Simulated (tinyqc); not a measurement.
Moments against temperature: two-sublattice mean-field magnet: ferrimagnet, compensation points and susceptibility. Computed by tinyqc, a small Python program. Command: `OMP_NUM_THREADS=1 python tinyqc.py 3028915 3028916 out.jsonl ferri walk`. One thread of a shared host (Intel(R) Xeon(R) Processor @ 2.30GHz), about 0.01 s of CPU time with the checks.

A random alloy A(1-x)B(x) with H = -sum over pairs J S_i.S_j. a = <S_A> and b = <S_B> are taken along z, a > 0. Exchange fields: h_A = (1 - x) zJ_AA a + x zJ_AB b, h_B = (1 - x) zJ_AB a + x zJ_BB b; a = S_A B_(S_A)(S_A h_A/(k_B T)) and likewise for b, with the Brillouin function B_S(y) = [(2S + 1)/(2S)] coth[(2S + 1) y/(2S)] - [1/(2S)] coth[y/(2S)].

Inputs (values chosen for the exercise, for a model ferrimagnet):
```
quantity               value  unit
spin S_A                 1.5     -
spin S_B                 1.5     -
g factor g_A               2     -
g factor g_B               2     -
fraction x of B sites   0.31     -
z J_AA                  15.7   meV
z J_BB                   1.5   meV
z J_AB                  -4.1   meV
T over T_c              0.43     -
```

Constants: k_B = 8.617333262e-05 eV/K.

Method:
- Linearised, T (a, b) = M (a, b) with M_ij = S_i (S_i + 1) c_j zJ_ij/(3 k_B), c_A = 1 - x, c_B = x. T_c is the larger eigenvalue, and its eigenvector gives b/a at onset, (T_c - M_AA)/M_AB.
- Repeat from a = S_A, b = -S_B until a and b change by less than 1e-10.
- Net moment m = (1 - x) g_A a + x g_B b in mu_B per site; net spin s = (1 - x) a + x b.

T_c = 162.012 K

Sublattices:
```
T/T_c   T (K)   a/S_A   -b/S_B  m (mu_B)
0.05     8.10  1.0000  0.99944    1.1405
0.15    24.30  0.9999  0.92881    1.2060
0.30    48.60  0.9894  0.70783    1.3899
0.45    72.91  0.9469  0.51304    1.4829
0.60    97.21  0.8637  0.36776    1.4458
0.72   116.65  0.7590  0.27400    1.3162
0.84   136.09  0.6005  0.18762    1.0686
0.92   149.05  0.4370  0.12518    0.7882
0.97   157.15  0.2723  0.07412    0.4947
```

At 0.45 T_c A keeps 0.95 and B 0.51 of saturation. |m| first rises, to 1.483 at 0.45 T_c, because the minority sublattice falls faster (type P).
